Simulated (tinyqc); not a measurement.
Inside a calculation. Method: plane-wave Kohn-Sham cycle with exchange-only LDA in a layered model solid. One step of it, computed by the program tinyqc.

Problem. Iteration 1: potential. V_H(G) = 4 pi rho(G)/G^2 for G != 0 (uniform background); v_x = -(3 rho/pi)^(1/3); V = V_ext + V_H + v_x; Fourier components f(G_m) = (1/N) sum_j f(x_j) exp(-i G_m x_j).

A solid whose potential varies along x alone (atomic units):
```
parameter                      value
period a                    9.300000
cross-section of the cell  10.000000
electrons per cell                 2
grid points                       16
plane waves -n..n, n               3
k points                           4
V1 in V1 cos(2 pi x/a)     -0.670000
V2 in V2 cos(4 pi x/a)     -0.070000
```

density at the start, on the grid x_j = j a/N (e/bohr^3): [0.02150538, 0.02150538, 0.02150538, 0.02150538, 0.02150538, 0.02150538, 0.02150538, 0.02150538, 0.02150538, 0.02150538, 0.02150538, 0.02150538, 0.02150538, 0.02150538, 0.02150538, 0.02150538]

Give: Potentials on the grid; V(G_m), m = 0, 1, 2, ....

Solution.

Potentials on the grid (hartree):
```
x         V_ext     V_H      v_x        V
0.0000  -0.7400  0.0000  -0.2738  -1.0138
0.5813  -0.6685  0.0000  -0.2738  -0.9423
1.1625  -0.4738  0.0000  -0.2738  -0.7476
1.7437  -0.2069  0.0000  -0.2738  -0.4807
2.3250   0.0700  0.0000  -0.2738  -0.2038
2.9062   0.3059  0.0000  -0.2738   0.0320
3.4875   0.4738  0.0000  -0.2738   0.1999
4.0687   0.5695  0.0000  -0.2738   0.2957
4.6500   0.6000  0.0000  -0.2738   0.3262
5.2313   0.5695  0.0000  -0.2738   0.2957
5.8125   0.4738  0.0000  -0.2738   0.1999
6.3937   0.3059  0.0000  -0.2738   0.0320
6.9750   0.0700  0.0000  -0.2738  -0.2038
7.5563  -0.2069  0.0000  -0.2738  -0.4807
8.1375  -0.4738  0.0000  -0.2738  -0.7476
8.7188  -0.6685  0.0000  -0.2738  -0.9423
```

V(G_m), m = 0, 1, 2, ... (hartree): [-0.2738, -0.3350, -0.0350, 0.0000, 0.0000, 0.0000, 0.0000]
